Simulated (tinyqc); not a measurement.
Threshold of a short bulk MOSFET: charge sharing, barrier lowering, narrow width: two steps of the calculation.

n-channel device on a p-type body, depletion approximation, full ionisation. Uniform doping N = Na. Vbi from Boltzmann statistics is rough for the degenerate source. Cox = eps0 eox/tox.

Inputs (values chosen for the exercise); band and dielectric values close to those of silicon: temperature T = 350 K; band gap Eg = 1.13 eV; relative permittivity eps_r = 11.8; conduction-band density of states at T Nc = 3.59e19 cm^-3; valence-band density of states at T Nv = 3.38e19 cm^-3; relative permittivity of the gate insulator (close to silicon dioxide) eox = 3.9; insulator thickness tox = 9.4 nm; channel doping Na = 9.3e16 cm^-3; source and drain doping Nsd = 1e20 cm^-3; flat-band voltage for the doping Na Vfb = -0.95 V; junction depth xj = 55 nm; body-source voltage Vbs = -1 V; drain-source voltage Vds = 1.2 V; gate width W = 1000 nm; shape factor of the fringing depletion at the width edges xw = 0.7854; channel length L = 510 nm.

Constants: q = 1.602176634e-19 C, kB = 1.380649e-23 J/K, Vt = kB T/q, eps0 = 8.8541878128e-14 F/cm where lengths are in cm. Results are converted to the units shown.

Question 1. Long-channel threshold and scales. ni = sqrt(Nc Nv) exp(-Eg/(2 Vt)), Eg in volts; 2 pB = 2 Vt ln(N/ni); flat band Vfb - Vt ln(N/Na); Wd = sqrt(2 eps0 eps_r (2 pB - Vbs)/(q N)); body term q N Wd/Cox; long-channel VT0 = flat band + 2 pB + body term; Vbi = Vt ln(N Nsd/ni^2); scale length l = sqrt((eps_r/eox) tox Wd).

Wanted: N; 2 pB; flat band; Wd; body term; VT0; Vbi; l.

Answer 1.

N = 9.300e16 cm^-3
2 pB = 0.7726 V
flat band = -0.9500 V
Wd = 157.7 nm
body term = 0.6395 V
VT0 = 0.4621 V
Vbi = 0.9831 V
l = 66.96 nm

Question 2. Short-channel and narrow-width shifts. Charge sharing (trapezoid; it ignores Vds): F = (xj/L)(sqrt(1 + 2 Wd/xj) - 1), lowering = body term times F. Barrier lowering: th = exp(-L/(2 l)) + 2 exp(-L/l), lowering = th [2 (Vbi - 2 pB) + Vds], DIBL = th. Narrow width: rise = body term times xw Wd/W. VT by each model = VT0 - lowering + rise.

2 pB = 0.77255057 V
Wd = 157.66417 nm
body term = 0.63950048 V
VT0 = 0.46205105 V
Vbi = 0.98308185 V
l = 66.963652 nm

Wanted: F; lowering by charge sharing; th; lowering of the barrier; DIBL; narrow-width rise; VT, charge sharing; VT, barrier lowering.

Answer 2.

F = 0.1720
lowering by charge sharing = 110.0 mV
th = 0.02318
lowering of the barrier = 37.57 mV
DIBL = 23.18 mV/V
narrow-width rise = 79.19 mV
VT, charge sharing = 0.4313 V
VT, barrier lowering = 0.5037 V

L is 7.62 scale lengths. The charge-sharing lowering is 2.93 times the barrier lowering; the first falls off as 1/L and the second exponentially. Both describe the same loss of gate control, so they are alternatives and are not added.

Program tinyqc, `OMP_NUM_THREADS=1 python tinyqc.py 2002123 2002124 out.jsonl`; Intel Xeon 2.30GHz, shared host, one thread, about 0.01 s.
